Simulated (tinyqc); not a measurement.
## Input admittance of a MOSFET at zero drain bias: distributed channel and distributed gate: effect of the gate overdrive

Source and drain grounded, strong inversion, w = 2 pi f, Cox = eps0 eox/tox. The channel is an RC line of resistance 1/(mu Cox Vo) per square fed from both ends, so one finger has the intrinsic admittance y = i w Cox L tanh(g)/g per width, g = (1/2) sqrt(i w tau), tau = L^2/(mu Vo). The vertical resistance rv/L is in series with y, the overlaps 2 i w Cov in parallel: y_t = 1/(1/y + rv/L) + 2 i w Cov. The gate strip is a line of Rsh/L per length loaded by y_t, so a finger has Y = y_t Wf tanh(k)/k, k = (Wf/sd) sqrt(y_t Rsh/L); the device has Nf Y.

Low-frequency limits, with c = Cox L and ct = c + 2 Cov: R_strip = Rsh Wf/(3 sd^2 L Nf), R_ch = (c/ct)^2 L/(12 mu Cox Vo Wf Nf), R_vert = (c/ct)^2 rv/(L Wf Nf), C = ct Wf Nf. Z = 1/(Nf Y) = R + 1/(i w C), Q = |Im Z|/R, far-point signal |1/cosh k|.

Parameters, values chosen for the exercise; values of the order met in silicon radio-frequency transistors: relative permittivity of the gate insulator (close to silicon dioxide) eox = 3.9; insulator thickness tox = 4.3 nm; channel length L = 1 um; finger width Wf = 13 um; number of fingers Nf = 8; channel mobility mu = 420 cm^2/(V s); sheet resistance of the gate Rsh = 6.3 ohm/square; vertical resistivity of the gate stack rv = 0 ohm um^2; number of ends at which a finger is contacted sd = 1; overlap and fringe capacitance on each side Cov = 0.22 fF/um; frequency f = 2.9 GHz.

Constants: eps0 = 8.8541878128e-14 F/cm where lengths are in cm. Results are converted to the units shown.

Effect of the gate overdrive:
```
Vo (V),w tau,|k|,R (ohm),low-frequency R (ohm),C (fF),Q,signal at the far point
0.2,2.169,0.4010,14.05,14.09,873.6,4.470,0.9847
0.35,1.240,0.4039,9.504,9.513,878.2,6.576,0.9900
0.5,0.8677,0.4047,7.678,7.683,879.3,8.129,0.9923
0.65,0.6674,0.4049,6.694,6.698,879.8,9.319,0.9935
0.8,0.5423,0.4051,6.079,6.082,880.0,10.26,0.9943
0.95,0.4567,0.4052,5.658,5.660,880.1,11.02,0.9948
1.1,0.3944,0.4052,5.352,5.354,880.2,11.65,0.9952
1.25,0.3471,0.4053,5.119,5.121,880.2,12.18,0.9955
```

As Vo goes from 0.2 to 1.25, R falls from 14.1 to 5.12 ohm, C rises from 874 to 880 fF and Q rises from 4.47 to 12.2. Only the channel term depends on Vo.

Computed by the program tinyqc: `OMP_NUM_THREADS=1 python tinyqc.py 2262176 2262177 out.jsonl`, one thread of a shared Intel Xeon 2.30GHz, about 0.01 s for the whole run.
